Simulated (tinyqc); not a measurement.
Effective-mass impurity with a central-cell term, in a basis of Slater functions. From 2p binding energy back to dielectric constant eps. Computed by tinyqc, a small Python program. Command: `OMP_NUM_THREADS=1 python tinyqc.py 3004121 3004122 out.jsonl centralcell inv`. One thread of a shared host (Intel(R) Xeon(R) Processor @ 2.30GHz), about 0.04 s of CPU time with the checks.

The envelope obeys H = -nabla^2 - (2/r) [Z + A exp(-kappa r)] in effective units, with kappa = a*/lambda; positive A deepens the well near the core.

Inputs (values chosen for the exercise, with screening close to that of AlN): effective mass m = 1.02 m_0; charge Z of the core = 2; central-cell strength A = -1.7; central-cell range lambda = 1.3 angstrom.

Impurity: acceptor, one isotropic band.

Constants: Ry = 13.605693123 eV; a_0 = 0.529177210903 angstrom.

Method:
- Units: Ry* = Ry m/eps^2 and a* = a_0 eps/m, with m in m_0.
- kappa = a*/lambda; the hydrogenic ground state is bound by Z^2 Ry*.
- For s functions exp(-zeta r), with s = zeta_i + zeta_j: S = 2/s^3, T = zeta_i zeta_j S, V = -2 Z/s^2, W = -2 A/(s + kappa)^2; each function is normalised by dividing by sqrt(S_ii S_jj).
- Large basis: zeta_i = 0.06 x 1.6^(i-1), i = 1..22, same formulas; for p functions r exp(-zeta r): S = 24/s^5, T = zeta_i zeta_j S (centrifugal term included), V = -12 Z/s^4, W = -12 A/(s + kappa)^4; overlap eigenvalues below 1e-11 are dropped.
- Binding energies are -E Ry*; the effective quantum number is nu = Z/sqrt(-E); |psi(0)|^2 is given relative to the hydrogenic Z^3/(pi a*^3).

Question. A run gave the result below. Find the dielectric constant eps, known to lie between 8.1 and 13.

2p binding energy = 156.9612 meV

Answer.

Each step takes the trial c = (a f_b - b f_a)/(f_b - f_a), f being the result less the target and a, b, c the logarithms of the listed values; c replaces end b, the old b replaces a if the sign of f changed, and otherwise f_a is halved.

Scan of the range:
```
dielectric constant eps  2p binding energy (meV)
8.10                                     204.901
8.76                                     176.130
9.48                                     151.091
10.30                                    128.519
11.10                                    111.007
12.00                                     95.241
13.00                                     81.342
```

False position (Illinois rule, in the logarithm of the input) inside the bracket:
```
step    end a    end b    trial  2p binding energy (meV)
1     8.76000  9.48000  9.30606                  156.632
2     8.76000  9.30606  9.28737                  157.245
3     9.30606  9.28737  9.29601                  156.961
4     9.28737  9.29601  9.29600                  156.961
5     9.28737  9.29600  9.29600                  156.961
6     9.29600  9.29600  9.29600                  156.961
```

2p binding energy falls at every point of a 13-point scan of the range (every second point is shown), so one value fits; it is bracketed by 8.76 and 9.48. Answer: dielectric constant eps = 9.296.

Caution: the effective Bohr radius is only a few bond lengths, so the envelope approximation is rough.
